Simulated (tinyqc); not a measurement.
Inside a calculation. Model: capacitance of parallel on-chip lines from Laplace's equation on a mesh.

Program tinyqc, `OMP_NUM_THREADS=1 python tinyqc.py 2790230 2790231 out.jsonl`; Intel Xeon 2.30GHz, shared host, one thread, about 0.8 s. Printed values are rounded.

Cross-section of an endless row of equal lines between two grounded planes; neighbours are driven in antiphase (+1 V and -1 V), so the plane midway between two lines is at 0 V. By symmetry one quarter is solved: x runs from the centre of a line (column 0, mirror) to that midplane (column 5, 0 V), y from the mid-height of the line (row 0, mirror) to the ground plane (row 4, 0 V). The line fills columns 0 to 2 and rows 0 to 2 at 1 V. Cells beside the line (below row 2) have e2, cells above have e1. Each link between nodes has the conductance g = mean permittivity of the two cells beside it (a cell beyond a mirror counts as 0), and the free nodes obey sum g (V_neighbour - V) = 0.

Values chosen for this exercise: relative permittivity above and below the lines e1 = 2.7; relative permittivity between the lines e2 = 2.4; over-relaxation factor om = 1.

Constants: eps0 = 8.8541878128e-12 F/m. Results are converted to the units shown.

## Link conductances

gx[j, i] joins node (row j, column i) to column i + 1, gy[j, i] to row j + 1.

gx:
```
       col 0  col 1  col 2  col 3  col 4
row 0    1.2    1.2    1.2    1.2    1.2
row 1    2.4    2.4    2.4    2.4    2.4
row 2   2.55   2.55   2.55   2.55   2.55
row 3    2.7    2.7    2.7    2.7    2.7
row 4   1.35   1.35   1.35   1.35   1.35
```

gy:
```
       col 0  col 1  col 2  col 3  col 4  col 5
row 0    1.2    2.4    2.4    2.4    2.4    1.2
row 1    1.2    2.4    2.4    2.4    2.4    1.2
row 2   1.35    2.7    2.7    2.7    2.7   1.35
row 3   1.35    2.7    2.7    2.7    2.7   1.35
```

## Iteration 1: relaxation sweep

V at the start (V):
```
       col 0  col 1  col 2  col 3  col 4  col 5
row 0      1      1      1      0      0      0
row 1      1      1      1      0      0      0
row 2      1      1      1      0      0      0
row 3      0      0      0      0      0      0
row 4      0      0      0      0      0      0
```

One sweep visits the free nodes row by row from row 0, left to right, and replaces V by V + om (weighted mean of the neighbours - V), using new values at once.

V after sweep 1 (V):
```
         col 0    col 1    col 2    col 3    col 4    col 5
row 0  1.00000  1.00000  1.00000  0.25000  0.06250  0.00000
row 1  1.00000  1.00000  1.00000  0.31250  0.09375  0.00000
row 2  1.00000  1.00000  1.00000  0.32353  0.10294  0.00000
row 3  0.25000  0.31250  0.32812  0.16291  0.06646  0.00000
row 4  0.00000  0.00000  0.00000  0.00000  0.00000  0.00000
```

## Iteration 2: relaxation sweep

As before.

V after sweep 2 (V):
```
         col 0    col 1    col 2    col 3    col 4    col 5
row 0  1.00000  1.00000  1.00000  0.42188  0.15234  0.00000
row 1  1.00000  1.00000  1.00000  0.45979  0.17877  0.00000
row 2  1.00000  1.00000  1.00000  0.42705  0.16642  0.00000
row 3  0.40625  0.43359  0.39913  0.22316  0.09739  0.00000
row 4  0.00000  0.00000  0.00000  0.00000  0.00000  0.00000
```

## Course of the relaxation

Stop when no node changes by 1e-7 V. C = 4 eps0 sum g (difference of V along the link)^2, in aF/um.

Course of the iteration:
```
sweep  C (aF/um)  largest change (V)
1        265.424               0.328
2        229.909               0.172
3        222.125              0.0961
4        220.191              0.0522
5        219.674              0.0284
6        219.536              0.0151
7        219.500             7.83e-3
8        219.491             4.04e-3
9        219.488             2.07e-3
...          ...                 ...
16       219.487             1.87e-5
17       219.487             9.51e-6
18       219.487             4.85e-6
19       219.487             2.47e-6
20       219.487             1.26e-6
21       219.487             6.43e-7
22       219.487             3.28e-7
23       219.487             1.67e-7
24       219.487             8.52e-8
```

Converged in 24 sweeps. Over the last four sweeps the change shrinks by about 0.51 a sweep. C comes down from above, since the solution minimises the energy.

## Capacitance per length

converged V (V):
```
         col 0    col 1    col 2    col 3    col 4    col 5
row 0  1.00000  1.00000  1.00000  0.62978  0.30004  0.00000
row 1  1.00000  1.00000  1.00000  0.60954  0.28519  0.00000
row 2  1.00000  1.00000  1.00000  0.52319  0.23119  0.00000
row 3  0.49123  0.48245  0.43858  0.27189  0.12577  0.00000
row 4  0.00000  0.00000  0.00000  0.00000  0.00000  0.00000
```

C = 4 eps0 sum g (difference of V)^2 over all links (twice the energy of the four quarters, line at 1 V). Plate estimate without fringing: eps0 [2 e1 w/hd + 2 e2 t/(s/2)], w = 4 hx, t = 4 hx, s/2 = 3 hx, hd = 2 hx.

C = 219.487 aF/um
plate estimate = 152.292 aF/um

C depends on the shape only, not on the mesh step hx. Meshes 6, 12 and 24 times finer extrapolate (Aitken) to 207.7 aF/um; this mesh is 5.7 % above that, and the plate estimate is 27 % below it.
